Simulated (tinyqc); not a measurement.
CIS on RHF in the 3-21g basis, for H2, spin multiplicity 1, step by step. One step of it, computed by the program tinyqc.

Question. CIS matrix, singlets. A(ia,jb) = (e_a - e_i) d_ij d_ab + 2 (ia|jb) - (ij|ab).

orbital energies (hartree): [-0.525272, 0.190933, 1.062022, 1.304813]

Two-electron integrals over orbitals (pq|rs), unique and non-zero (hartree):
```
(11|11) 0.577202    (21|21) 0.113727    (22|11) 0.458104    (22|22) 0.421881
(31|11) 0.132859    (31|22) 0.071204    (31|31) 0.096018    (32|21) 0.013084
(32|32) 0.038921    (33|11) 0.528702    (33|22) 0.427538    (33|31) 0.125913
(33|33) 0.509567    (41|21) -0.079563   (41|32) -0.051609   (41|41) 0.107189
(42|11) -0.135549   (42|22) -0.073806   (42|31) -0.082328   (42|33) -0.125130
(42|42) 0.083379    (43|21) -0.127549   (43|32) -0.043090   (43|41) 0.127157
(43|43) 0.186310    (44|11) 0.583825    (44|22) 0.470024    (44|31) 0.172995
(44|33) 0.563649    (44|42) -0.164449   (44|44) 0.652512
```

Give: CIS matrix A, singlet.

Answer.

CIS matrix A, singlet (hartree), order 1>2, 1>3, 1>4:
```
[[0.4856, 0.0000, -0.0236],
 [0.0000, 1.2506, 0.0000],
 [-0.0236, 0.0000, 1.4606]]
```
